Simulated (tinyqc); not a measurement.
Surface photovoltage measurement of the minority-carrier diffusion length in a wafer: one step, computed by the program tinyqc.

Low injection, steady light, a depletion layer much thinner than 1/alpha and L. The excess density dn is taken at the front edge of the neutral region; light that reaches the back is lost.

Problem. The linear plot. alpha = (84.732/lambda - 76.417)^2 per cm with lambda in micrometre (an empirical fit for silicon between 0.7 and 1.05 micrometre). Thick wafer: dn = Phi L/((S_f + D/L)(L + 1/alpha)). Finite wafer, with s = S_b L/D, w = W/L, a = alpha L: dn = [Phi a/(a^2 - 1)] [a - B - exp(-alpha W)(a - s)/(cosh w + s sinh w)]/(S_f + B D/L), B = (sinh w + s cosh w)/(cosh w + s sinh w). Readings y = (Phi/dn) (1 + noise x g) at 780, 830, 880, 920, 950, 975 and 995 nm; a least-squares line y = c (1/alpha + L_app) gives L_app = intercept/slope.

Inputs (values chosen for the exercise, modelled on p-type silicon at room temperature):
```
quantity                            value        unit
diffusion length L                    190  micrometre
wafer thickness W                     300  micrometre
diffusivity D                        31.8      cm^2/s
front recombination velocity S_f     3700        cm/s
back recombination velocity S_b       120        cm/s
photon flux entering              3.7e+13  1/(cm^2 s)
relative noise of each reading        0.5           %
```

normal deviates g for the noise: -1.18  -0.57  -1.42  -1.06  0.22  1.33  0.76

Give: the table «Readings» with the columns 1/alpha (micrometre), y (cm/s), line (cm/s), for lambda (nm) = 780, 830, 880, 920, 950, 975, 995; slope; apparent length L_app; error of L_app (rounded to 0.001).

Solution.

Readings:
```
lambda (nm)  1/alpha (micrometre)  y (cm/s)  line (cm/s)
780                           9.6      5468         5460
830                          15.2      5624         5601
880                          25.3      5849         5858
920                          40.7      6227         6247
950                          61.3      6756         6769
975                          90.9      7521         7520
995                         130.9      8544         8534
```

slope = 25.35 cm/(s micrometre)

apparent length L_app = 205.8 micrometre

error of L_app (rounded to 0.001) = 8.309 %

Without noise the error would be +12.2 %, from the finite thickness at W/L = 1.6. S_f scales all readings alike and leaves L_app unchanged.
